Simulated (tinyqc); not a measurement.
Chemical-mechanical planarisation: Preston law, pattern density and step-height reduction: one step, computed by the program tinyqc.

A row of 8 cells, repeated periodically, holds raised features that cover a share rho of each cell.

Problem. State at time t. While h > h_c only raised areas polish, at R0/rho_eff, until t_c = rho_eff (h0 - h_c)/R0. After that h = h_c exp(-(t - t_c)/tau), tau = rho_eff h_c/R0; low areas polish at R0 (1 - h/h_c) and raised areas at R0 [1 + (1 - rho_eff) h/(rho_eff h_c)]. Removed from raised areas after t_c: h0 - h_c + R0 (t - t_c) + (1 - rho_eff)(h_c - h); from low areas: R0 (t - t_c) - rho_eff (h_c - h). Film left = z0 less the removal from raised areas.

Inputs (values chosen for the exercise, close to those used for oxide polishing): initial step height h0 = 340 nm; contact height h_c = 32 nm; film above the raised areas z0 = 720 nm; polish time t = 20 s.

effective densities: [0.3524169, 0.3470345, 0.3832591, 0.4121151, 0.4132818, 0.4208526, 0.4260336, 0.3950065]

blanket rate R0 = 7.906760 nm/s

Give: Cells; range of film left across the row; largest remaining step; thinnest film left.

Solution.

Cells:
```
cell  rho_eff  t_c (s)  step h (nm)  removed, raised (nm)  removed, low (nm)  film left on raised areas (nm)
1      0.3524    13.73        0.394                 378.1              38.45                           341.9
2      0.3470    13.52        0.317                 379.9              40.25                           340.1
3      0.3833    14.93        1.217                 367.1              28.29                           352.9
4      0.4121    16.05        3.003                 356.3              19.25                           363.7
5      0.4133    16.10        3.106                 355.8              18.90                           364.2
6      0.4209    16.39        3.852                 352.8              16.67                           367.2
7      0.4260    16.60        4.443                 350.7              15.18                           369.3
8      0.3950    15.39        1.786                 362.8              24.54                           357.2
```

range of film left across the row = 29.20 nm

largest remaining step = 4.443 nm

thinnest film left = 340.1 nm

8 of 8 cells have reached contact. The cell with the lowest rho_eff has lost the most film from its raised areas.
